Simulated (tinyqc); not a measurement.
# Channel mobility from two channel lengths

Question. Two power MOSFETs differ only in channel length: R_on = R_rest + Lc (Wp + a)/(2 mch Cox Vov), Cox = 3.9 eps0/tox. Find mch and R_rest.

Values chosen for this exercise:
- tox = 38 nm (gate oxide thickness (eps_r 3.9))
- Vov = 8 V (gate overdrive)
- Wp = 6.6 um (width of the p body in one cell, channels included)
- a = 2.5 um (gap between neighbouring p bodies)

Constants: eps0 = 8.8541878128e-14 F/cm where lengths are in cm. Results are converted to the units shown.

R_on at Lc = 0.62 and 1.8 um (mohm cm^2): [4.7858790, 7.4235198]

Answer. R_on is a straight line in Lc; its slope gives mch and its intercept the rest.

mch = 28.0 cm^2/(V s)
R_rest = 3.40 mohm cm^2

tinyqc, about 0.01 s, one thread, Intel Xeon 2.30GHz (shared host): `OMP_NUM_THREADS=1 python tinyqc.py 2230053 2230054 out.jsonl`
